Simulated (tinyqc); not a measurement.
Hubbard chain of 6 sites, step by step. One step of it, computed by the program tinyqc.

Problem. Mean-field iteration 2. H(up) = T + U n(down), H(down) = T + U n(up); fill the lowest levels; n(new) = n + mixing (n(out) - n); E = tr T (rho up + rho down) + U sum n_up n_down of the output.

one-body matrix (hopping and site energies) (eV), lower triangle:
```
           1          2          3          4          5         6
1   0.510000
2  -0.820000   0.070000
3   0.000000  -0.820000   0.960000
4   0.000000   0.000000  -0.820000  -0.910000
5   0.000000   0.000000   0.000000  -0.820000  -0.250000
6   0.000000   0.000000   0.000000   0.000000  -0.820000  0.800000
```

U = 7.100000 eV

electrons, up and down: 3  2

mixing = 0.200000

n(up) after iteration 1: 1 0.955540, 2 0.049232, 3 0.947890, 4 0.051808, 5 0.952746, 6 0.042784

n(down) after iteration 1: 1 0.002666, 2 0.821435, 3 0.004071, 4 0.821304, 5 0.002782, 6 0.626943

Give: levels, up; levels, down; energy; n(up) after iteration 2; n(down) after iteration 2.

Solution.

levels, up (eV): -0.4844  0.3682  0.7633  5.1230  5.4241  6.1681

levels, down (eV): -0.7264  0.2421  0.9905  6.7194  7.3727  7.8816

energy = -0.5829 eV

n(up) after iteration 2: 1 0.9603, 2 0.0479, 3 0.9472, 4 0.0522, 5 0.9542, 6 0.0382

n(down) after iteration 2: 1 0.0048, 2 0.8522, 3 0.0073, 4 0.8519, 5 0.0050, 6 0.5021
